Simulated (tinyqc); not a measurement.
Hueckel theory of the pi electrons, for the molecule BC(C=CC=C)=CC=C (SMILES; centres numbered as the heavy atoms are written), step by step. One step of it, computed by the program tinyqc.

Problem. Orbitals. Diagonalise; E = alpha + x beta with beta < 0, so the largest x are filled first; degenerate levels share their electrons. P = sum n_i c_ri c_si; each orbital has its largest coefficient positive (the first on a tie).

Hueckel matrix in units of beta (H = alpha + beta A), lower triangle:
```
           1B        2C        3C        4C        5C        6C        7C        8C
1B  -1.150000
2C   0.760000  0.000000
3C   0.000000  1.000000  0.000000
4C   0.000000  0.000000  1.000000  0.000000
5C   0.000000  0.000000  0.000000  1.000000  0.000000
6C   0.000000  0.000000  0.000000  0.000000  1.000000  0.000000
7C   0.000000  1.000000  0.000000  0.000000  0.000000  0.000000  0.000000
8C   0.000000  0.000000  0.000000  0.000000  0.000000  0.000000  1.000000  0.000000
9C   0.000000  0.000000  0.000000  0.000000  0.000000  0.000000  0.000000  1.000000

          9C
9C  0.000000
```

pi electrons, sum of z_r less the charge = 8

Give: x values; occupations; coefficients; charge and bond-order matrix P.

Solution.

x values: 1.9238  1.5376  1.0445  0.3809  -0.2859  -0.8007  -1.3234  -1.5630  -2.0638

occupations: 2.0000  2.0000  2.0000  2.0000  0.0000  0.0000  0.0000  0.0000  0.0000

coefficients:
```
       MO1      MO2      MO3      MO4      MO5      MO6      MO7      MO8
1B  0.1246  -0.0449  -0.1413   0.1437   0.2538   0.5060   0.6004  -0.2336
2C  0.5039  -0.1589  -0.4080   0.2896   0.2885   0.2326  -0.1370   0.1269
3C  0.4587   0.1768  -0.3578  -0.3493   0.2078  -0.4940   0.0380   0.2437
4C  0.3786   0.4308   0.0343  -0.4226  -0.3479   0.1630   0.0867  -0.5078
5C  0.2697   0.4855   0.3936   0.1883  -0.1083   0.3636  -0.1528   0.5500
6C  0.1402   0.3158   0.3768   0.4943   0.3789  -0.4541   0.1154  -0.3519
7C  0.4159  -0.3870   0.0391   0.3503  -0.4831  -0.0767  -0.3130  -0.2646
8C  0.2962  -0.4362   0.4488  -0.1561  -0.1504  -0.1712   0.5512   0.2866
9C  0.1540  -0.2837   0.4297  -0.4098   0.5261   0.2138  -0.4165  -0.1833

        MO9
1B  -0.4543
2C   0.5463
3C  -0.4002
4C   0.2798
5C  -0.1772
6C   0.0858
7C  -0.3818
8C   0.2418
9C  -0.1172
```

charge and bond-order matrix P, lower triangle:
```
         1B       2C       3C       4C       5C       6C      7C      8C
1B   0.1163
2C   0.3383   1.0588
3C   0.0991   0.4957   0.9835
4C  -0.0755  -0.0280   0.7705   1.0174
5C  -0.0335  -0.0946   0.0060   0.4904   0.9977
6C   0.0422   0.0198  -0.3747  -0.0138   0.8650   1.0115
7C   0.2281   0.7131  -0.0280  -0.3119   0.0112   0.2480  0.8940
8C  -0.0587  -0.0195  -0.0946   0.0112   0.0307  -0.0085  0.5096  1.0075
9C  -0.1754  -0.3426   0.0198   0.2480  -0.0085  -0.2173  0.0940  0.8522

        9C
9C  0.9134
```
